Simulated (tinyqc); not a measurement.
# Implanted layer, carriers, mobility and sheet resistance, step by step

tinyqc, about 0.01 s, one thread, Intel Xeon 2.30GHz (shared host): `OMP_NUM_THREADS=1 python tinyqc.py 2110132 2110133 out.jsonl` Printed values are rounded.

An n-type layer from the surface x = 0 to the junction xj, N(x) = N0 exp(-(x - Rp)^2/(2 sg^2)). Local neutrality (no depletion at surface or junction, no spilling of carriers), intrinsic carriers neglected, full ionisation of active dopants.

Inputs (values chosen for the exercise); values close to those of arsenic in silicon over a p-type background:
```
symbol    value        unit                                 meaning
T           300           K                             temperature
Nb         5e15       cm^-3  background doping of the opposite type
N0       6.8e17       cm^-3             peak chemical concentration
m1         50.8  cm^2/(V s)           mobility limit at high doping
m2         1450  cm^2/(V s)  mobility limit at low doping, at 300 K
Nr       9.3e16       cm^-3    reference doping of the mobility law
am        0.674                        exponent of the mobility law
bt          2.5                          temperature exponent of m2
Ns      2.07e20       cm^-3       solubility limit of active dopant
sg           14          nm                straggle after annealing
Rp          8.1          nm                         projected range
```

Constants: q = 1.602176634e-19 C. Results are converted to the units shown.

Range of the model: The layer is thin and light enough that depletion at the surface and the junction, left out here, would remove a good share of its carriers.

## Junction depth and local values

xj = Rp + sg sqrt(2 ln(N0/Nb)); 13 equal steps from 0 to xj. Active dopant A = min(N, Ns); n = A - Nb; mobility mu = m1 + (m2 (T/300 K)^(-bt) - m1)/(1 + ((A + Nb)/Nr)^am).

xj = 51.9835 nm

```
point   x (nm)   N (cm^-3)   A (cm^-3)  n (1e17 cm^-3)  mu (cm^2/(V s))
0       0.0000  5.75201e17  5.75201e17         5.70201          366.308
1       3.9987  6.51439e17  6.51439e17         6.46439          346.441
2       7.9975  6.79982e17  6.79982e17         6.74982          339.807
3      11.9962  6.54170e17  6.54170e17         6.49170          345.789
4      15.9949  5.80035e17  5.80035e17         5.75035          364.944
5      19.9937  4.74010e17  4.74010e17         4.69010          398.988
6      23.9924  3.57018e17  3.57018e17         3.52018          450.646
7      27.9911  2.47836e17  2.47836e17         2.42836          523.143
8      31.9898  1.58565e17  1.58565e17         1.53565          618.868
9      35.9886  9.35017e16  9.35017e16         0.88502          736.851
10     39.9873  5.08162e16  5.08162e16         0.45816          869.593
11     43.9860  2.54539e16  2.54539e16         0.20454          1001.85
12     47.9848  1.17511e16  1.17511e16         0.06751          1114.87
13     51.9835        5e15        5e15         0.00000          1195.38
```

The mobility runs from 340 to 1200 cm^2/(V s).

## Sheet quantities by the trapezoid rule

Dose = integral of N, carrier sheet density = integral of n, 1/Rs = q integral of n mu, mean mobility 1/(q Rs sheet density), Hall mobility (unit Hall factor) = integral of n mu^2 over integral of n mu, Hall sheet density = (integral of n mu)^2/integral of n mu^2; all from 0 to xj.

dose = 1.7093e12 cm^-2
carrier sheet density = 1.6833e12 cm^-2
Rs = 9219.6 ohm/square
mean mobility = 402.17 cm^2/(V s)
Hall mobility = 431.80 cm^2/(V s)
Hall sheet density = 1.5678e12 cm^-2

Carriers make up 98.5 % of the dose. A Hall measurement weights the mobile tail, so its sheet density is 6.9 % below the true one. With 4000 steps Rs = 9208 ohm/square; the coarse value is 0.12 % above it.
